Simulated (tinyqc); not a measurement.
Gate sheet resistance from two finger widths.

Inverse problem. At low frequency R = Rsh Wf/(3 L) + B/Wf, where B collects the channel and vertical terms. Find Rsh, B and the width of lowest R.

Values chosen for this exercise: channel length L = 0.21 um.

input resistance of single fingers, contacted at one end, of width 1.5 and 7.2 um (ohm): 138.09524  81.246032

Answer. R Wf is a straight line in Wf^2; the minimum of R lies where both terms are equal.

Rsh = 4.80 ohm/square
B = 190 ohm um
width of lowest R = 4.99 um

Program tinyqc, `OMP_NUM_THREADS=1 python tinyqc.py 2262010 2262011 out.jsonl`; Intel Xeon 2.30GHz, shared host, one thread, about 0.01 s.
